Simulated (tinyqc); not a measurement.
Inside a calculation. Method: UKS/BLYP in the sto-3g basis, for H4, spin multiplicity 3. This run ends on a higher stationary point, not on the lowest solution. One step of it, computed by the program tinyqc.

Problem. Iteration 1: building the Kohn-Sham matrix. J_ij = sum D_kl (ij|kl) with D = D(alpha) + D(beta); F = H + J + V_xc; E = tr D H + tr D J / 2 + E_xc + E_nn.

D(alpha) at the start, lower triangle:
```
           1H 1s      2H 1s     3H 1s     4H 1s
1H 1s   0.741110
2H 1s   0.002643   0.741110
3H 1s   0.342415  -0.396051  0.741110
4H 1s  -0.396051   0.342415  0.002643  0.741110
```

D(beta) at the start, lower triangle:
```
          1H 1s     2H 1s     3H 1s     4H 1s
1H 1s  0.172529
2H 1s  0.172529  0.172529
3H 1s  0.172529  0.172529  0.172529
4H 1s  0.172529  0.172529  0.172529  0.172529
```

core Hamiltonian H = T + V (hartree), lower triangle:
```
           1H 1s      2H 1s      3H 1s      4H 1s
1H 1s  -1.298081
2H 1s  -0.610702  -1.298081
3H 1s  -0.110936  -0.065105  -1.298081
4H 1s  -0.065105  -0.110936  -0.610702  -1.298081
```

Two-electron integrals (ij|kl) in chemists' order, unique and non-zero (hartree):
```
(11|11) 0.774606   (21|11) 0.201475   (21|21) 0.073955   (22|11) 0.398405
(22|21) 0.201475   (22|22) 0.774606   (31|11) 0.026829   (31|21) 0.008181
(31|22) 0.018931   (31|31) 0.001946   (32|11) 0.012419   (32|21) 0.004734
(32|22) 0.013439   (32|31) 0.000948   (32|32) 0.000560   (33|11) 0.223195
(33|21) 0.075380   (33|22) 0.196724   (33|31) 0.026829   (33|32) 0.013439
(33|33) 0.774606   (41|11) 0.013439   (41|21) 0.004734   (41|22) 0.012419
(41|31) 0.000948   (41|32) 0.000552   (41|33) 0.012419   (41|41) 0.000560
(42|11) 0.018931   (42|21) 0.008181   (42|22) 0.026829   (42|31) 0.001370
(42|32) 0.000948   (42|33) 0.018931   (42|41) 0.000948   (42|42) 0.001946
(43|11) 0.075380   (43|21) 0.027190   (43|22) 0.075380   (43|31) 0.008181
(43|32) 0.004734   (43|33) 0.201475   (43|41) 0.004734   (43|42) 0.008181
(43|43) 0.073955   (44|11) 0.196724   (44|21) 0.075380   (44|22) 0.223195
(44|31) 0.018931   (44|32) 0.012419   (44|33) 0.398405   (44|41) 0.013439
(44|42) 0.026829   (44|43) 0.201475   (44|44) 0.774606
```

nuclear repulsion = 1.67167063 hartree

V_xc(alpha) (hartree), lower triangle:
```
           1H 1s      2H 1s      3H 1s      4H 1s
1H 1s  -0.473138
2H 1s  -0.142324  -0.473138
3H 1s  -0.018406  -0.009912  -0.473138
4H 1s  -0.009912  -0.018406  -0.142324  -0.473138
```

V_xc(beta) (hartree), lower triangle:
```
           1H 1s      2H 1s      3H 1s      4H 1s
1H 1s  -0.371029
2H 1s  -0.117134  -0.371029
3H 1s  -0.015681  -0.008699  -0.371029
4H 1s  -0.008699  -0.015681  -0.117134  -0.371029
```

E_xc = sum of w rho eps_xc = -1.38779152 hartree

Give: Coulomb J; F(alpha); F(beta); total energy of this density.

Solution.

Coulomb J (hartree), lower triangle:
```
        1H 1s   2H 1s   3H 1s   4H 1s
1H 1s  1.5879
2H 1s  0.5539  1.5879
3H 1s  0.0919  0.0520  1.5879
4H 1s  0.0520  0.0919  0.5539  1.5879
```

F(alpha) (hartree), lower triangle:
```
         1H 1s    2H 1s    3H 1s    4H 1s
1H 1s  -0.1833
2H 1s  -0.1991  -0.1833
3H 1s  -0.0374  -0.0230  -0.1833
4H 1s  -0.0230  -0.0374  -0.1991  -0.1833
```

F(beta) (hartree), lower triangle:
```
         1H 1s    2H 1s    3H 1s    4H 1s
1H 1s  -0.0812
2H 1s  -0.1739  -0.0812
3H 1s  -0.0347  -0.0218  -0.0812
4H 1s  -0.0218  -0.0347  -0.1739  -0.0812
```

total energy of this density = -1.891180 hartree
